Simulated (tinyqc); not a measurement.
All together: low-temperature mobility of a two-dimensional electron gas with static screening. Computed by tinyqc, a small Python program. Command: `OMP_NUM_THREADS=1 python tinyqc.py 3027684 3027685 out.jsonl twodeg walk`. One thread of a shared host (Intel(R) Xeon(R) Processor @ 2.30GHz), about 0.01 s of CPU time with the checks.

One subband is filled, the gas is degenerate and scatters at the Fermi circle; one permittivity serves on both sides of the interface. All formulas are in SI units, masses times m_0. Piezoelectric and polar phonons are left out, and n_s is taken as set by a gate, independent of N_i.

Inputs (values chosen for the exercise, modelled on a silicon inversion layer): in-plane mass m = 0.183 m_0; mass across the layer m_z = 0.889 m_0; permittivity eps = 11.9; valley degeneracy g_v = 2; sheet density n_s = 3.7e+11 1/cm^2; depletion charge N_d = 1.9e+11 1/cm^2; roughness height Delta = 0.78 nm; correlation length Lambda = 1.1 nm; remote charge density N_i = 4.2e+10 1/cm^2; distance d of the charges from the interface = 1.7 nm; density rho = 2329 kg/m^3; sound velocity v_l = 9210 m/s; deformation potential D_A = 12 eV; temperature T = 4.2 K.

Wave function: Fang-Howard. Roughness spectrum: exponential.

Constants: m_0 = 9.1093837015e-31 kg; e = 1.602176634e-19 C; eps_0 = 8.8541878128e-12 F/m; hbar = 1.054571817e-34 J s; k_B = 1.380649e-23 J/K.

Method:
- k_F = sqrt(2 pi n_s/g_v); E_F = hbar^2 k_F^2/(2 m); q_TF = g_v m e^2/(2 pi eps eps_0 hbar^2); Fang-Howard parameter b = [12 m_z e^2 (N_d + 11 n_s/32)/(eps eps_0 hbar^2)]^(1/3), mean depth 3/b; effective field F = e (N_d + n_s/2)/(eps eps_0).
- Form factors with u = q/b: screening G(q) = [1 + 9u/8 + 3u^2/8]/(1 + u)^3, remote charge P(q) = exp(-q d)/(1 + u)^3. Dielectric function eps(q) = 1 + q_TF G(q)/q, with q = 2 k_F sin(theta/2).
- Roughness: <|U|^2> = (e F)^2 S(q), S = pi Delta^2 Lambda^2/(1 + q^2 Lambda^2/2)^(3/2).
- 1/tau_t = (m/(pi hbar^3)) int_0^pi (1 - cos theta) <|U|^2>/eps(q)^2 dtheta; the quantum rate 1/tau_q drops the factor (1 - cos theta); 200 Gauss-Legendre points in s with theta = pi s^2, s from 0 to 1; mu = e tau_t/m.
- Remote charges: <|U|^2> = N_i [e^2 P(q)/(2 eps eps_0 q)]^2.
- Unscreened deformation potential in equipartition: 1/tau = m D_A^2 k_B T I/(rho v_l^2 hbar^3), I = int |psi|^4 dz = 3 b/16 for the Fang-Howard function (used for both wave-function options); mu = e tau/m. Bloch-Grueneisen temperature T_BG = 2 hbar v_l k_F/k_B.
- At the Fermi circle the rates add, so 1/mu is the sum; sheet resistance 1/(n_s e mu); mean free path hbar k_F mu/e; the quantum time adds the rates 1/tau_q, with the isotropic acoustic rate e/(m mu).

roughness mobility = 1.04765e+06 cm^2/(V s)

remote-charge mobility = 60597.7 cm^2/(V s)

acoustic mobility = 378858 cm^2/(V s)

k_F = 0.107814 1/nm

tau_q, roughness = 164.783 ps

tau_q, charges = 3.93044 ps

Mobilities:
```
process           mu (cm^2/(V s))  share of 1/mu (%)
roughness              1.0477e+06             4.7497
remote charges              60598             82.116
acoustic phonons       3.7886e+05             13.134
```

mobility mu = 49760 cm^2/(V s)

sheet resistance = 339.00 ohm

mean free path = 353.12 nm

Dingle ratio tau_t/tau_q = 1.4800

What follows from these numbers?

The largest single share of 1/mu (82 %) belongs to remote charges: they are many or near enough that screening leaves their potential the strongest. The Dingle ratio of 1.48 marks mostly large-angle scattering. Caution: T is below the Bloch-Grueneisen temperature T_BG, so equipartition fails: the acoustic mobility is only a lower bound and the acoustic share of 1/mu is overstated.

Extremes, crossings and ranges named in words are read from the listed rows.
